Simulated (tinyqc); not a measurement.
Landau coefficient from the swing.

Inverse problem. Below threshold and near Q = 0, a ferroelectric film of thickness tf changes the swing n Vt ln 10 by the factor 1 + 2 al tf Cp, and al = -3 sqrt(3) Ec/(4 Pr) (1 nm times 1 kV/cm is 1e-4 V). Find n, al and Pr.

Inputs (values chosen for the exercise):
- T = 300 K (temperature)
- Ec = 800 kV/cm (coercive field)
- Cp = 1.19 uF/cm^2 (overlap capacitance per gate area)

Constants: q = 1.602176634e-19 C, kB = 1.380649e-23 J/K, Vt = kB T/q. Results are converted to the units shown.

swing without the film and with tf = 22 nm (mV/decade): [62.502751, 47.043517]

Solution. The first swing gives n, the ratio of the two gives al, and Ec then gives Pr.

n = 1.050
al = -47.24 kV cm/uC
Pr = 22.00 uC/cm^2

Numbers from tinyqc (`OMP_NUM_THREADS=1 python tinyqc.py 2860101 2860102 out.jsonl`; about 0.02 s on one thread of a shared Intel Xeon 2.30GHz).
